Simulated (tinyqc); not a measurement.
Tersoff bond-order potential: one step, computed by the program tinyqc.

E = (1/2) sum_(i, j != i) [A exp(-lambda r_ij) - b_ij B exp(-mu r_ij)], b_ij = (1 + (beta zeta_ij)^n)^(-1/(2n)), zeta_ij = sum_(k != i, j) g(theta_ijk), g = 1 + c^2/d^2 - c^2/(d^2 + (h - cos theta)^2), with theta at atom i. Only nearest neighbours count (cut-off function 1 for them, 0 beyond).

Question. An open trimer. Atom 1 binds atoms 2 and 3, which do not interact. b_12 = b_13 follow from zeta = g(theta); b_21 = b_31 = 1. E = sum over the two bonds of A exp(-lambda r) - (b + 1)/2 B exp(-mu r).

Inputs (values chosen for the exercise, modelled on carbon):
```
quantity                  value        unit
A                        1407.1          eV
B                        340.85          eV
lambda                   3.4879  1/angstrom
mu                       2.2119  1/angstrom
beta                   1.59e-07           -
n                        0.7381           -
c                         39150           -
d                         4.352           -
h                       -0.5522           -
bond length r_12           1.48    angstrom
bond length r_13           1.45    angstrom
angle theta at atom 1       126     degrees
```

Give: g(theta); bond order b_12; repulsive terms; attractive terms B exp(-mu r); energy of the trimer.

Answer.

g(theta) = 5411

bond order b_12 = 0.9963

repulsive terms (eV): 8.062  8.952

attractive terms B exp(-mu r) (eV): 12.91  13.79

energy of the trimer = -9.638 eV

g is least (g = 1) at cos theta = h, 123.5 degrees, wider than the tetrahedral 109.47.
